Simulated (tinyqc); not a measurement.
## Mobility and doping from two currents

Problem. A trap-free film with injecting contacts is fitted, with diffusion neglected, by J = q mu N V/Lf + (9/8) eps0 eps_r mu V^2/Lf^3. Find mu, N and the voltage at which both terms are equal.

Values chosen for this exercise: relative permittivity eps_r = 11.5; film thickness Lf = 850 nm.

Constants: q = 1.602176634e-19 C, eps0 = 8.8541878128e-14 F/cm where lengths are in cm. Results are converted to the units shown.

J at 3 and 11 V (A/cm^2): 0.20704108  1.3172402

Solution. J/V is a straight line in V: the slope gives mu and the intercept mu N.

mu = 0.00340 cm^2/(V s)
N = 7.80e15 cm^-3
crossover voltage = 7.88 V

Program tinyqc, `OMP_NUM_THREADS=1 python tinyqc.py 2730123 2730124 out.jsonl`; Intel Xeon 2.30GHz, shared host, one thread, about 2 s.
